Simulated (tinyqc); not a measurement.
# Sheet resistance and contact resistivity from two gaps

Inverse problem. A circular structure with r0 >> Lt has R = (Rsh/2 pi) [Lt (1/r0 + 1/r1) + ln(r1/r0)], r1 = r0 + sp, Lt = sqrt(rc/Rsh). Find Rsh, Lt and rc.

Parameters, values chosen for the exercise:
- r0 = 220 um (radius of the inner contact)

R at sp = 44 and 200 um (ohm): 1.5999753  4.3240813

Answer. R is linear in Rsh and Rsh Lt, so two gaps give both.

Rsh = 38.0 ohm/sq
Lt = 9.87 um
rc = 3.70e-5 ohm cm^2

Program tinyqc, `OMP_NUM_THREADS=1 python tinyqc.py 2760063 2760064 out.jsonl`; Intel Xeon 2.30GHz, shared host, one thread, about 0.01 s.
